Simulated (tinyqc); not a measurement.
Lateral field, substrate current, probability of reaching the oxide barrier and hot-carrier lifetime of a silicon transistor (pseudo-two-dimensional and lucky-electron models): one step, computed by the program tinyqc. Command: `OMP_NUM_THREADS=1 python tinyqc.py 3021348 3021349 out.jsonl hotcar walk`. One thread of a shared host (Intel(R) Xeon(R) Processor @ 2.30GHz), about 0.01 s of CPU time with the checks.

Local-field models: a lucky carrier gains its energy at the peak field over a path free of collisions. Voltages are magnitudes.

Question. Hot-carrier currents and lifetime. C_ox = 3.9 eps_0/t; F_sat = 2 v_s/mu; V_Dsat = V_ov F_sat L/(V_ov + F_sat L), V_ov = V_G - V_T; I_D/W = C_ox v_s (V_ov - V_Dsat). Scale length l = 0.22 t^(1/3) x_j^(1/2) (all in cm); F_m = sqrt(((V_D - V_Dsat)/l_e)^2 + F_sat^2), with l_e = l; length of the velocity-saturated region l_e ln((V_D - V_Dsat)/(l_e F_sat) + F_m/F_sat). Substrate current I_sub/I_D = (A_i/B_i)(V_D - V_Dsat) exp(-B_i/F_m); probability of reaching the oxide barrier exp(-phi_b/(e lambda F_m)); lifetime tau = (H/(I_D/W)) exp(phi_it/(e lambda F_m)).

Inputs (values chosen for the exercise, modelled on a silicon n-channel):
```
quantity                             value                      unit
channel length L                      2000                        nm
oxide thickness t                       34                        nm
junction depth x_j                     380                        nm
mobility mu                            380                cm^2/(V s)
saturation velocity v_s               0.84                  1e7 cm/s
threshold voltage V_T                 0.42                         V
gate voltage V_G                       4.2                         V
drain voltage V_D                      9.6                         V
ionisation prefactor A_i           1.8e+06                      1/cm
ionisation field B_i                  1.78                     MV/cm
hot-carrier mean free path lambda      7.7                        nm
oxide barrier phi_b                    3.1                        eV
interface-trap threshold phi_it        3.7                        eV
lifetime constant H                    400  s microampere/micrometre
```

Drain: abrupt.

Constants: eps_0 = 8.8541878128e-12 F/m.

Give: I_sub/I_D; substrate current I_sub/W; probability of reaching phi_b; lifetime tau; exponent m = phi_it/(e lambda B_i).

Answer.

I_sub/I_D = 0.03964

substrate current I_sub/W = 3.829 microampere/micrometre

probability of reaching phi_b = 8.199e-06

lifetime tau = 4.874e+06 s

exponent m = phi_it/(e lambda B_i) = 2.700

Since both exponentials depend on 1/F_m, tau I_D scales about as (I_sub/I_D)^(-m) with m = 2.70, which lets I_sub serve as the monitor. The lifetime is 0.0154 times ten years (3.156e8 s).
